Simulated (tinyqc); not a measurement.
# Implanted layer, carriers, mobility and sheet resistance, step by step

tinyqc, about 0.01 s, one thread, Intel Xeon 2.30GHz (shared host): `OMP_NUM_THREADS=1 python tinyqc.py 2110094 2110095 out.jsonl` Printed values are rounded.

An n-type layer from the surface x = 0 to the junction xj, N(x) = N0 exp(-(x - Rp)^2/(2 sg^2)). Local neutrality (no depletion at surface or junction, no spilling of carriers), intrinsic carriers neglected, full ionisation of active dopants.

Values chosen for this exercise; values close to those of arsenic in silicon over a p-type background: temperature T = 250 K; background doping of the opposite type Nb = 4e15 cm^-3; peak chemical concentration N0 = 2.2e18 cm^-3; mobility limit at high doping m1 = 50.6 cm^2/(V s); mobility limit at low doping, at 300 K m2 = 1420 cm^2/(V s); reference doping of the mobility law Nr = 9.96e16 cm^-3; exponent of the mobility law am = 0.683; temperature exponent of m2 bt = 2.5; solubility limit of active dopant Ns = 1.95e20 cm^-3; straggle after annealing sg = 140 nm; projected range Rp = 110 nm.

Constants: q = 1.602176634e-19 C. Results are converted to the units shown.

## Junction depth and local values

xj = Rp + sg sqrt(2 ln(N0/Nb)); 14 equal steps from 0 to xj. Active dopant A = min(N, Ns); n = A - Nb; mobility mu = m1 + (m2 (T/300 K)^(-bt) - m1)/(1 + ((A + Nb)/Nr)^am).

xj = 607.3417 nm

| point | x (nm) | N (cm^-3) | A (cm^-3) | n (1e18 cm^-3) | mu (cm^2/(V s)) |
|---|---|---|---|---|---|
| 0 | 0.0000 | 1.615725e18 | 1.615725e18 | 1.611725 | 334.2717 |
| 1 | 43.3816 | 1.964510e18 | 1.964510e18 | 1.960510 | 302.9732 |
| 2 | 86.7631 | 2.169904e18 | 2.169904e18 | 2.165904 | 288.2279 |
| 3 | 130.1447 | 2.177343e18 | 2.177343e18 | 2.173343 | 287.7342 |
| 4 | 173.5262 | 1.984782e18 | 1.984782e18 | 1.980782 | 301.4149 |
| 5 | 216.9078 | 1.643609e18 | 1.643609e18 | 1.639609 | 331.4056 |
| 6 | 260.2893 | 1.236471e18 | 1.236471e18 | 1.232471 | 382.3736 |
| 7 | 303.6709 | 8.450245e17 | 8.450245e17 | 0.841024 | 462.0137 |
| 8 | 347.0524 | 5.246315e17 | 5.246315e17 | 0.520631 | 581.1218 |
| 9 | 390.4340 | 2.958961e17 | 2.958961e17 | 0.291896 | 751.6350 |
| 10 | 433.8155 | 1.516086e17 | 1.516086e17 | 0.147609 | 979.7641 |
| 11 | 477.1971 | 7.056806e16 | 7.056806e16 | 0.066568 | 1253.138 |
| 12 | 520.5786 | 2.983956e16 | 2.983956e16 | 0.025840 | 1531.508 |
| 13 | 563.9602 | 1.146242e16 | 1.146242e16 | 0.007462 | 1760.777 |
| 14 | 607.3417 | 4e15 | 4e15 | 0.000000 | 1908.123 |

The mobility runs from 288 to 1910 cm^2/(V s).

## Sheet quantities by the trapezoid rule

Dose = integral of N, carrier sheet density = integral of n, 1/Rs = q integral of n mu, mean mobility 1/(q Rs sheet density), Hall mobility (unit Hall factor) = integral of n mu^2 over integral of n mu, Hall sheet density = (integral of n mu)^2/integral of n mu^2; all from 0 to xj.

dose = 6.0368e13 cm^-2
carrier sheet density = 6.0125e13 cm^-2
Rs = 292.67 ohm/square
mean mobility = 354.70 cm^2/(V s)
Hall mobility = 410.98 cm^2/(V s)
Hall sheet density = 5.1891e13 cm^-2

Carriers make up 99.6 % of the dose. A Hall measurement weights the mobile tail, so its sheet density is 14 % below the true one. With 4000 steps Rs = 292.3 ohm/square; the coarse value is 0.13 % above it.
